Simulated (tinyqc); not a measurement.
What each parameter of the potential does: deformation potentials from a strained empirical pseudopotential.

Diamond lattice, no spin-orbit coupling. Atomic form factor V(q) = a1 (q^2 - a2)/(a3 exp(a4 q^2) - 1) in rydberg with q in 1/bohr, for the unstrained cell. Under a strain e the reciprocal vectors and k go over into (1 + e)^(-1) G, the atoms sit at +/- tau with tau = (1 + e) a (1,1,1)/8 - zeta a (eyz, ezx, exy)/4, and H(G,G') = c |k + G|^2 delta + (V(q)/det(1 + e)) cos(q.tau), q = G - G', with the term q = 0 left out; c = hbar^2/2m0. The basis is fixed before straining: all G with |k + G|^2 up to 16 (2 pi/a)^2. k is given in units of 2 pi/a of the unstrained cell.

Constants: hbar^2/2m0 = 3.80998211 eV angstrom^2; Ry = 13.60569312 eV; a0 (Bohr radius) = 0.5291772105 angstrom.

Parameters, chosen for this exercise (a germanium-sized cell with gaps well above those of Ge; the results hold for these values, not for the real material):
- a = 5.666 angstrom (lattice constant)
- a1 = 0.402
- a2 = 2.428
- a3 = 2.081
- a4 = 0.46
- kD = 0.82 2 pi/a (position of the Delta minimum)

Gaps from the valence top to level 5 at Gamma and level 5 at (kD,0,0) and L, and their deformation potentials [E(+h) - E(-h)]/(3 ln((1 + h)/(1 - h))) for e = +/- h 1, h = 0.002. The row for the lattice constant keeps V(q) without the volume factor, so it is not a strain.

Results for these values:

| case | Gamma (eV) | Delta (eV) | L (eV) | potential Gamma (eV) | potential Delta (eV) | potential L (eV) |
|---|---|---|---|---|---|---|
| base | 1.500 | 1.222 | 1.083 | -8.82 | 0.85 | -2.87 |

What happens to each result for a = 5.609 angstrom, all else kept?

Answer: Gamma rises from 1.500 to 1.697; Delta falls from 1.222 to 0.980; L falls from 1.083 to 1.027; potential Gamma rises from -8.82 to -8.62; potential Delta rises from 0.85 to 1.16; potential L rises from -2.87 to -2.68.

The same for each parameter in turn:

| case | Gamma (eV) | Delta (eV) | L (eV) | potential Gamma (eV) | potential Delta (eV) | potential L (eV) |
|---|---|---|---|---|---|---|
| base | 1.500 | 1.222 | 1.083 | -8.82 | 0.85 | -2.87 |
| a = 5.609 angstrom | 1.697 | 0.980 | 1.027 | -8.62 | 1.16 | -2.68 |
| a1 = 0.406 | 1.522 | 1.292 | 1.130 | -8.90 | 0.82 | -2.91 |
| a2 = 2.404 | 1.638 | 1.161 | 1.101 | -8.77 | 0.92 | -2.83 |
| a3 = 2.102 | 1.481 | 1.128 | 1.024 | -8.72 | 0.88 | -2.84 |
| a4 = 0.465 | 1.441 | 1.149 | 1.023 | -8.67 | 0.94 | -2.78 |

Run: tinyqc, `OMP_NUM_THREADS=1 python tinyqc.py 1850766 1850767 out.jsonl`; Intel(R) Xeon(R) Processor @ 2.30GHz, one thread, shared host; about 0.2 s of CPU time with all checks.
